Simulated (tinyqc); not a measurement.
# Surface Green function of a two-leg ladder, Sancho-Rubio decimation: effect of the broadening

A semi-infinite lead of cells 0, 1, 2, ... with H0 inside a cell and H1 = <cell i|H|cell i + 1>. One rung (site 1 on leg a, site 2 on leg b) is a cell; all hoppings enter with a minus sign. z = E + i eta.

Start with e_s = e = H0, a = H1, b = H1^dagger. Each round: g = (z - e)^(-1); e_s <- e_s + a g b; e <- e + a g b + b g a; a <- a g a; b <- b g b (all with the old a, b). Round k joins cells 2^k apart. Stop when the largest entry of the matrices a and b is below 1e-12 eV; g_s = (z - e_s)^(-1), bulk (z - e)^(-1), density of states -Im Tr/pi. The last column counts the steps of the plain recursion g <- (z - H0 - H1 g H1^dagger)^(-1), one cell a step from g = (z - H0)^(-1), until no entry changes by more than 1e-8 1/eV.

Parameters, values chosen for the exercise: energy E = -1.07 eV.

H0 (eV):
```
	1	2
1	0	-0.79
2	-0.79	0.51
```

H1 (eV):
```
	1	2
1	-2.7	0
2	0	-2.42
```

Results:
```
eta (eV)	rounds	surface density of states (1/eV)	plain steps
0.8	8	0.20097	59
0.3	9	0.22234	158
0.1	11	0.23168	478
0.05	12	0.23409	956
0.01	14	0.23604	4782
```

Estimate the missing row, eta = 0.03 eV.

Computed row:
```
eta (eV)	rounds	surface density of states (1/eV)	plain steps
0.03	13	0.23506	1594
```

With this row back in the table: The rounds go from 8 to 14 and the plain steps from 59 to 4782. Inside a band the plain recursion needs a number of steps that grows as 1/eta, the decimation only as log2(1/eta). The density of states tends to 0.2365 1/eV as eta goes to zero; the first row is 15 % below that and the last 0.21 % below it.

Numbers from tinyqc (`OMP_NUM_THREADS=1 python tinyqc.py 2680010 2680011 out.jsonl`; about 0.07 s on one thread of a shared Intel Xeon 2.30GHz).
